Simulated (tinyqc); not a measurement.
Inside a calculation: three-level Kane dispersion of a narrow-gap semiconductor. Values are carried at full precision from step to step, so a last printed digit may differ when a step is redone from the rounded ones.

Zero of energy at Gamma8, c = hbar^2/2m0, P^2 = Ep c. The free-electron term and remote bands are left out, so the heavy holes are flat at E = 0 and the other three bands obey E (E - Eg)(E + Dso) = P^2 k^2 (E + 2 Dso/3). The conduction band is the highest root; its edge is Ec = max(Eg, 0).

Constants: hbar^2/2m0 = 3.80998211 eV angstrom^2; hbar = 6.58211957e-16 eV s; e^2/(4 pi eps0) = 14.39964547 eV angstrom; muB = 5.788381798e-05 eV/T.

Parameters, chosen for this exercise (near those of HgTe; the results hold for these values, not for the real material): Eg = -0.311 eV (E(Gamma6) - E(Gamma8)); Dso = 1.13 eV (spin-orbit splitting); Ep = 18.8 eV (Kane energy); k = 0.013 1/angstrom (wave vector); n = 3.4e+18 cm^-3 (electron density); eps = 15.2 (high-frequency dielectric constant); B = 1 T (magnetic field).

## The three bands at one k

Expand the equation into E^3 + a2 E^2 + a1 E + a0 = 0 and give its roots; compare with the two-level form (Dso to infinity) E = Eg/2 +/- sqrt(Eg^2/4 + (2/3) P^2 k^2).

P^2 k^2 = 0.012105 eV^2

a2, a1, a0: 1.441000  0.339325  -0.009119

roots (eV): -1.1349  -0.3304  0.0243

two-level form (eV): -0.3351  0.0241

The two-level form misses the highest root by -0.2 meV. The order is inverted: the band that would be the light hole curves upward from Gamma8 and touches the heavy holes, so there is no gap.

## Mass at the edge and limiting velocity

For Eg < 0 the conduction band starts at Gamma8 with m0* = 3 |Eg|/(2 Ep). In the two-level form the velocity tends to v = sqrt(2/3) P/hbar, and |Eg| = 2 m v^2 with m = 3 |Eg|/(2 Ep), as for a relativistic particle. 1 angstrom = 1e-10 m.

m0* = 0.02481 m0
P = 8.4633 eV angstrom
v = 1.050e+06 m/s
k at which the linear part sets in, |Eg|/(2 hbar v) = 0.02250 1/angstrom

## Fermi level and mass at a given density

Degenerate electrons at T = 0: kF = (3 pi^2 n)^(1/3), 1 cm^-3 = 1e-24 angstrom^-3; EF is the highest root at kF. The momentum (cyclotron, optical) mass is m(E) = hbar^2 k/(dE/dk) = c d(k^2)/dE with d(k^2)/dE = k^2 [1/E + 1/(E - Eg) + 1/(E + Dso) - 1/(E + 2 Dso/3)]; the density of states is k d(k^2)/dE/(2 pi^2).

Edge mass m0* = 3 |Eg|/(2 Ep).

Compare EF - Ec with the parabolic value c kF^2/m0*.

kF = 0.04652 1/angstrom
EF - Ec = 0.2129 eV
parabolic value = 0.3323 eV
m(EF) = 0.05207 m0
m(EF)/m0* = 2.099
density of states at EF = 3.221e+19 1/(eV cm^3)

The parabola overstates EF - Ec by a factor of 1.56; (EF - Ec)/|Eg| = 0.68, and the two-level rule 1 + 2 (EF - Ec)/|Eg| = 2.369 estimates the mass ratio.

## Plasma and cyclotron energies

hbar wp = sqrt(8 pi c (e^2/4 pi eps0) n/(eps m)), hbar wc = 2 muB B/m (classical limit), with m = m(EF) and, for comparison, the edge mass; n in angstrom^-3.

hbar wp with m(EF), with m0* (meV): 76.96  111.49

hbar wc with m(EF), with m0* (meV): 2.22  4.67

EF - Ec = 212.9 meV is 96 times hbar wc, so the classical value applies.

## Checks

- Roots of the cubic against the 8 x 8 Kane matrix without remote terms: they agree to 1e-10 or better.
- m(E) near the edge against m0*: both 0.02481.

Run: tinyqc, `OMP_NUM_THREADS=1 python tinyqc.py 1081108 1081109 out.jsonl`; Intel(R) Xeon(R) Processor @ 2.30GHz, one thread, shared host; about 0.01 s of CPU time with all checks.
